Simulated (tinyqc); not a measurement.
Capacitance of parallel on-chip lines from Laplace's equation on a mesh: one step of the calculation.

Cross-section of an endless row of equal lines between two grounded planes; neighbours are driven in antiphase (+1 V and -1 V), so the plane midway between two lines is at 0 V. By symmetry one quarter is solved: x runs from the centre of a line (column 0, mirror) to that midplane (column 3, 0 V), y from the mid-height of the line (row 0, mirror) to the ground plane (row 5, 0 V). The line fills columns 0 to 1 and rows 0 to 2 at 1 V. Cells beside the line (below row 2) have e2, cells above have e1. Each link between nodes has the conductance g = mean permittivity of the two cells beside it (a cell beyond a mirror counts as 0), and the free nodes obey sum g (V_neighbour - V) = 0.

Question. Link conductances. gx[j, i] joins node (row j, column i) to column i + 1, gy[j, i] to row j + 1.

Inputs (values chosen for the exercise):
```
symbol  value  unit                                          meaning
e1        3.9        relative permittivity above and below the lines
e2          2                relative permittivity between the lines
```

Find: gx; gy.

Answer.

gx:
```
        col 0   col 1   col 2
row 0  1.0000  1.0000  1.0000
row 1  2.0000  2.0000  2.0000
row 2  2.9500  2.9500  2.9500
row 3  3.9000  3.9000  3.9000
row 4  3.9000  3.9000  3.9000
row 5  1.9500  1.9500  1.9500
```

gy:
```
        col 0   col 1   col 2   col 3
row 0  1.0000  2.0000  2.0000  1.0000
row 1  1.0000  2.0000  2.0000  1.0000
row 2  1.9500  3.9000  3.9000  1.9500
row 3  1.9500  3.9000  3.9000  1.9500
row 4  1.9500  3.9000  3.9000  1.9500
```

Program tinyqc, `OMP_NUM_THREADS=1 python tinyqc.py 2790109 2790110 out.jsonl`; Intel Xeon 2.30GHz, shared host, one thread, about 1 s.
